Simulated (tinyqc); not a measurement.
BHZ model on a square lattice (one spin block): sweeps and comparisons. A value that a table varies takes the place of the one given here.

h(k) = e0 + d.s with s the Pauli matrices in the basis (E, H), k in units of 1/a: dx = (A/a) sin kx, dy = (A/a) sin ky, dz = M - (2B/a^2)(2 - cos kx - cos ky), e0 = -(2D/a^2)(2 - cos kx - cos ky). The other spin block is h*(-k). For small k this is the continuum model with dz = M - B k^2.

Ribbon along x with N rows: cos ky and sin ky become hoppings between rows, block (A/a) sy/(2i) + (B/a^2) sz + D/a^2 from row n to n + 1, and the rows end at hard walls; width (N + 1) a.

Inputs chosen for the exercise (of the size used for InAs / GaSb double wells; the results hold for these values, not for the real material): A = 0.78 eV angstrom; B = -75.1 eV angstrom^2; D = -19.6 eV angstrom^2; M = -0.0193 eV (mass term); a = 30 angstrom (grid spacing); k = (0.12, 0.36) 1/a (wave vector).

## Gap of the edge states against width

penetration = 185.89 angstrom
E at kx = 0 = 5.0370 meV

The two middle levels of the ribbon at kx = 0. The continuum edge state has E = -D M/B and penetration 1/Re(l1), l1 = F - sqrt(F^2 - M/B), F = |A|/(2 sqrt(B^2 - D^2)).

Edge levels:
```
N,width (nm),lower (meV),upper (meV),gap (meV)
6,21.0,4.137,5.590,1.4527
10,33.0,0.967,9.446,8.4788
14,45.0,3.617,6.173,2.5559
20,63.0,4.835,5.214,0.3794
28,87.0,4.879,5.189,0.3098
40,123.0,5.037,5.037,0.0004
56,171.0,5.035,5.039,0.0041
```

The two edges of one spin block overlap and open a gap, 1.45 meV at 21 nm and 0.0041 meV at 171 nm, against a bulk gap 2|M| = 38.6 meV at Gamma and a penetration of 18.6 nm. Here A^2/(4 (B^2 - D^2)) < M/B, so in the continuum model the tails oscillate and the gap can do so too, as the rows show. The mean of the pair in the widest ribbon is 5.037 meV, against 5.037 for the continuum edge.

## Through the transition

M is varied. Direct gap at Gamma 2|M|; smallest direct gap on kx = 0 to 1 in steps of 0.01; nu = 1 for M/B > 0, else 0; middle gap of a ribbon of 40 rows at kx = 0 (block (A/a) sy/(2i) + (B/a^2) sz + D/a^2 between rows, hard walls).

Against M (meV):
```
M,2|M|,smallest direct gap,nu,ribbon gap
-40,80.0,33.20,1,0.006
-25,50.0,26.48,1,0.011
-15,30.0,20.21,1,0.031
-8,16.0,13.86,1,0.046
-3,6.0,6.00,1,0.037
3,6.0,6.00,0,7.645
8,16.0,16.00,0,17.327
15,30.0,30.00,0,31.188
30,60.0,60.00,0,61.092
```

With B < 0, negative M is inverted. There edge states cross the bulk gap: the ribbon gap is 0.011 against 26.5 meV at M = -25 meV, and 0.037 against 6.0 at -3 meV, while for positive M confinement raises it above 2|M| (31.19 against 30 meV at M = 15 meV). For M = -40, -25, -15 and -8 meV the smallest direct gap has left Gamma, so at least one band is camel-backed.

## What each parameter does

Levels at k and dz there. Each row changes one parameter from the base and keeps the others.

Results:
```
case,lower (meV),upper (meV),dz (meV)
base,-9.075,15.286,-7.402
A = 0.858 eV angstrom,-9.857,16.067,-7.402
B = -82.61 eV angstrom^2,-8.391,14.602,-6.212
D = -15.68 eV angstrom^2,-9.696,14.665,-7.402
M = -0.0143 eV,-6.862,13.073,-2.402
a = 32 angstrom,-9.937,15.396,-8.843
```

The largest shifts from the base row, up to three for each result and ties (the steps differ in size, so this ranks the rows, not the parameters). lower (meV): M +2.213, a -0.862, A -0.782. upper (meV): M -2.213, A +0.782, B -0.684. dz (meV): M +5.000, a -1.441, B +1.190; unchanged at the printed digits by A and D. D shifts both levels alike and leaves the states, so it cannot change the topology while the gap stays open.

Run: tinyqc, `OMP_NUM_THREADS=1 python tinyqc.py 1451816 1451817 out.jsonl`; Intel(R) Xeon(R) Processor @ 2.30GHz, one thread, shared host; about 0.1 s of CPU time with all checks.
